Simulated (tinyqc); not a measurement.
From results back to parameters: carrier statistics of a doped semiconductor with parabolic bands. Three cases, with inputs chosen for the exercise.

Problem. ni^2 = C^2 (T/300 K)^3 exp(-Eg(T)/kB T) with Eg(T) = Eg0 - al T^2/(T + be). Two intrinsic densities were computed from hidden Eg0 and C = sqrt(Nc Nv) at 300 K.

Constants: kB = 8.617333262e-05 eV/K.

Case 1.

Values chosen (near those of GaSb; the results hold for these values, not for the real material):
- al = 0.000438 eV/K (Varshni alpha)
- be = 138 K (Varshni beta)
- T1 = 300 K
- T2 = 500 K

ni(T1) = 8.03719e+11 1/cm^3
ni(T2) = 1.25976e+15 1/cm^3

Case 2.

Values chosen (near those of GaP; the results hold for these values, not for the real material):
- al = 0.000573 eV/K (Varshni alpha)
- be = 373 K (Varshni beta)
- T1 = 250 K
- T2 = 480 K

ni(T1) = 0.000122466 1/cm^3
ni(T2) = 1.30432e+08 1/cm^3

Case 3.

Values chosen (near those of Si; the results hold for these values, not for the real material):
- al = 0.000484 eV/K (Varshni alpha)
- be = 631 K (Varshni beta)
- T1 = 300 K
- T2 = 450 K

ni(T1) = 6.61987e+09 1/cm^3
ni(T2) = 2.98913e+13 1/cm^3

Find: Eg0; C.

Solution. y(T) = 2 ln ni - 3 ln(T/300) - al T/((T + be) kB) equals 2 ln C - Eg0/(kB T), a straight line in 1/T; two points give slope and intercept.

Case 1.

Eg0 = 0.820 eV
C = 1.08e+18 1/cm^3

Case 2.

Eg0 = 2.354 eV
C = 2.26e+19 1/cm^3

Case 3.

Eg0 = 1.170 eV
C = 1.80e+19 1/cm^3

Computed by tinyqc, one run a case: `OMP_NUM_THREADS=1 python tinyqc.py N N+1 out.jsonl` with N = 1680407, 1680410, 1680426; one thread of a shared Intel(R) Xeon(R) Processor @ 2.30GHz, about 0.01 s a run at most.
